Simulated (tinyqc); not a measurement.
What each input does: propagation of a band-gap error through k.p and effective-mass formulas.

Chain, for a gap E (the reference Eg or another value), with Ep and Dso kept: 1/me = 1 + Ep (E + 2 Dso/3)/(E (E + Dso)); g* = 2 - 2 Ep Dso/(3 E (E + Dso)); g1(E) = g1 + (Ep/3)(1/E - 1/Eg), g2(E) = g2 + (Ep/6)(1/E - 1/Eg), light hole 1/(g1 + 2 g2), heavy hole 1/(g1 - 2 g2) along [100]; optical constant ei(E) = 1 + (ei - 1)(EP/(EP + E - Eg))^2, static e0(E) = ei(E) + e0 - ei.

Donor: R = Ry me/e0^2, a_B = a0 e0/me, Mott density (0.26/a_B)^3. Nc, Nv = 2 (m kT/(4 pi c))^(3/2), c = hbar^2/2m0, ni = sqrt(Nc Nv) exp(-E/2kT). Exciton: Ry mu/e0^2 with 1/mu = 1/me + g1(E). 1 angstrom^-3 = 1e24 cm^-3.

Constants: Ry = 13.60569312 eV; a0 (Bohr radius) = 0.5291772105 angstrom; kB = 8.617333262e-05 eV/K; hbar^2/2m0 = 3.80998211 eV angstrom^2.

Inputs chosen for the exercise (reference values near those of InSb, gap at low temperature; shifted at random, so the results belong to these values and not to a real crystal):
- Eg = 0.231 eV (gap at Gamma to the s-like level)
- Dso = 0.808 eV (spin-orbit splitting)
- Ep = 23.7 eV (Kane energy)
- g1 = 34.83 (Luttinger gamma1)
- g2 = 15.51 (gamma2)
- e0 = 17 (static dielectric constant)
- ei = 15.9 (optical dielectric constant)
- EP = 3.56 eV (mean (Penn) gap)
- mh = 0.45 m0 (density-of-states mass of the holes)
- T = 77 K (temperature)
- Eg2 = 0.118 eV (a wrong gap)

All at E = Eg2.

Results for these values:

| case | me (m0) | light hole (m0) | e0 | donor (meV) | exciton (meV) | log10 ni |
|---|---|---|---|---|---|---|
| base | 0.0070 | 0.0076 | 17.99 | 0.293 | 0.199 | 12.774 |

What happens to each result for ei = 14.628, all else kept?

Answer: me does not change at the printed digits; light hole does not change at the printed digits; e0 falls from 17.99 to 17.91; donor rises from 0.293 to 0.296; exciton rises from 0.199 to 0.201; log10 ni does not change at the printed digits.

The same for each parameter in turn:

| case | me (m0) | light hole (m0) | e0 | donor (meV) | exciton (meV) | log10 ni |
|---|---|---|---|---|---|---|
| base | 0.0070 | 0.0076 | 17.99 | 0.293 | 0.199 | 12.774 |
| Eg2 = 0.127 eV | 0.0075 | 0.0082 | 17.91 | 0.317 | 0.216 | 12.502 |
| Dso = 0.743 eV | 0.0069 | 0.0076 | 17.99 | 0.292 | 0.199 | 12.773 |
| Ep = 21.804 eV | 0.0076 | 0.0079 | 17.99 | 0.318 | 0.213 | 12.801 |
| g1 = 32.044 | 0.0070 | 0.0078 | 17.99 | 0.293 | 0.202 | 12.774 |
| EP = 3.845 eV | 0.0070 | 0.0076 | 17.92 | 0.296 | 0.201 | 12.774 |
| ei = 14.628 | 0.0070 | 0.0076 | 17.91 | 0.296 | 0.201 | 12.774 |
| mh = 0.486 m0 | 0.0070 | 0.0076 | 17.99 | 0.293 | 0.199 | 12.799 |
| T = 83.16 K | 0.0070 | 0.0076 | 17.99 | 0.293 | 0.199 | 13.111 |

tinyqc: `OMP_NUM_THREADS=1 python tinyqc.py 1880466 1880467 out.jsonl`; about 0.01 s, one thread, shared Intel(R) Xeon(R) Processor @ 2.30GHz.
